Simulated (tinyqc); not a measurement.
# Gated graphene, quantum capacitance: effect of the temperature

phi is the Fermi level above the Dirac point, in volts; Vg is counted from the gate voltage of charge neutrality. Ideal linear bands, no charge puddles.

N0 = (2/pi)(kB T/(hbar vF))^2; n = N0 F1(phi/Vt), p = N0 F1(-phi/Vt), F1(e) = int_0^infinity u du/(1 + exp(u - e)) = -Li2(-exp(e)); Cq = q d(n - p)/dphi = (q N0/Vt) ln[2 (1 + cosh(phi/Vt))]. Cox = eps0 eox/tox; Vg = phi + q (n - p + Dit phi)/Cox. 1/C_G = 1/Cox + 1/(Cq + q Dit); dphi/dVg = Cox/(Cox + Cq + q Dit).

Parameters, values chosen for the exercise; values close to those of graphene:
- eox = 3.9 (relative permittivity of the gate insulator (close to silicon dioxide))
- tox = 2.5 nm (insulator thickness)
- vF = 9.25e5 m/s (Fermi velocity)
- Dit = 0 cm^-2 eV^-1 (density of traps)
- Vg = 1.46 V (gate voltage)

Constants: q = 1.602176634e-19 C, kB = 1.380649e-23 J/K, hbar = 1.054571817e-34 J s, Vt = kB T/q, eps0 = 8.8541878128e-14 F/cm where lengths are in cm. Results are converted to the units shown.

The same in every row: Cox (uF/cm^2) = 1.381.

Effect of the temperature:
```
T (K),phi (V),n - p (cm^-2),Cq (uF/cm^2),C_G (uF/cm^2),dphi/dVg,n + p (cm^-2)
50,0.3359,9.691e12,9.241,1.202,0.1300,9.691e12
77,0.3358,9.692e12,9.238,1.202,0.1301,9.692e12
120,0.3355,9.695e12,9.231,1.201,0.1302,9.695e12
200,0.3347,9.702e12,9.209,1.201,0.1304,9.702e12
300,0.3331,9.715e12,9.165,1.200,0.1310,9.715e12
400,0.3308,9.735e12,9.103,1.199,0.1317,9.735e12
500,0.3280,9.760e12,9.025,1.198,0.1327,9.760e12
```

Read the table: what changes, and by how much?

As T goes from 50 to 500, Cq falls from 9.24 to 9.02 uF/cm^2, C_G/Cox stays near 0.869 and n - p rises from 9.69e12 to 9.76e12 cm^-2. Cq exceeds Cox in every row, so the insulator is the tighter limit, though Cq still cuts C_G by up to 13 %.

Numbers from tinyqc (`OMP_NUM_THREADS=1 python tinyqc.py 2200107 2200108 out.jsonl`; about 0.01 s on one thread of a shared Intel Xeon 2.30GHz).
